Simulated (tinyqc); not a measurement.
Heavy doping: gap narrowing, degeneracy and the minority density, step by step. Values are carried at full precision from step to step, so a last printed digit may differ when a step is redone from the rounded ones.

Empirical narrowing (Slotboom form, constants chosen for the exercise; published fits of this form give the apparent narrowing, here it is taken as the true one): dEg = E0 [ln(N/N0) + sqrt(ln(N/N0)^2 + C)].

Constants: kB = 8.617333262e-05 eV/K; e^2/(4 pi eps0) = 14.39964547 eV angstrom.

Parameters, chosen for this exercise (gap and densities of states near those of Si at this temperature; narrowing constants near the fits for Si; not measured data): N = 9.9e+18 1/cm^3 (ionised donors, equal to the majority density); E0 = 5.95 meV (narrowing scale); N0 = 1.4e+17 1/cm^3 (onset density); C = 0.5 (smoothing constant); Nc = 5.19e+19 1/cm^3 (conduction-band density of states); Eg = 1.08 eV (gap); Nv = 2.11e+19 1/cm^3 (valence-band density of states); T = 450 K; eps = 11.6 (dielectric constant); Mv = 6 (majority valleys).

## Gap narrowing

Evaluate at N.

ln(N/N0) = 4.2586
dEg (empirical fit) = 51.02 meV

Well above N0 each decade of doping adds 2 E0 ln 10 = 27.4 meV.

## Degeneracy of the majority band

F_j(eta) = (1/Gamma(j + 1)) integral_0^infinity x^j dx/(1 + exp(x - eta)), which tends to exp(eta) for eta << 0.

Majority: N = Nc F_1/2(eta), eta the distance of EF beyond the majority band edge in kT. Degeneracy factor gam = F_1/2(eta)/exp(eta). ni0^2 = Nc Nv exp(-Eg/kT); product n p = ni0^2 gam exp(dEg/kT), dEg the true narrowing; apparent narrowing dEa = dEg + kT ln gam; minority density = n p/N.

Solve for eta and form gam.

N/Nc = 0.1908
eta = -1.5895
gam = 0.9350

## Product and minority density

Combine both effects.

ni0 = 2.96e+13 1/cm^3
exp(dEg/kT) = 3.73
dEa = 48.4 meV
sqrt(n p) = 5.53e+13 1/cm^3
minority density = 3.09e+08 1/cm^3

Narrowing multiplies the product by 3.73 and degeneracy by 0.935; together they change the minority density by a factor 3.49 against ni0^2/N.

## Two estimates of the size

Two physical estimates, e2 = e^2/(4 pi eps0), N in 1/angstrom^3: exchange shift at the Fermi level, Ex = (e2/eps) kF/pi with kF = (3 pi^2 N/Mv)^(1/3); screened-pair energy (Lanyon-Tuft), Es = (3/4)(e2/eps) qs with qs^2 = (4 pi e2 N/(eps kT)) F_-1/2(eta)/F_1/2(eta).

Evaluate both at N.

kF = 0.03656 1/angstrom
Ex = 14.44 meV
Es = 56.88 meV

Against the fitted dEg = 51.0 meV, Ex is 0.28 and Es 1.11 times as large; each keeps one mechanism only, and Ex assumes a strongly degenerate gas, while here eta is only -1.59.

## Checks

- Minority density against the Boltzmann occupation of the other band at the narrowed gap (1/cm^3): both 3.094e+08.

Computed by tinyqc, a small Python program: `OMP_NUM_THREADS=1 python tinyqc.py 1680422 1680423 out.jsonl` (the numbers bound the seed that draws the inputs); one thread of a shared host (Intel(R) Xeon(R) Processor @ 2.30GHz), about 0.01 s for the whole set of steps.
